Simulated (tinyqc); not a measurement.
Worked calculation: tight binding, kagome lattice. One step of it, computed by the program tinyqc.

Problem. Bloch Hamiltonian at K. H_AB = -t1 - t2 exp(-i k.a1), H_AC = -t1 - t2 exp(-i k.a2), H_BC = -t1 - t2 exp(i k.(a1 - a2)), H_CC = delta.

Parameters chosen for this model:
```
parameter      value                unit
t1          1.810000    eV, up triangles
t2          1.730000  eV, down triangles
delta      -0.520000        eV on site C
```

k point K (fractions of the reciprocal vectors): 0.333333  0.666667

Give: H(k) at K.

Solution.

H(k) at K (eV), lower triangle (Hermitian):
```
               A              B       C
A          0.000
B  -0.945-1.498i          0.000
C  -0.945+1.498i  -0.945-1.498i  -0.520
```
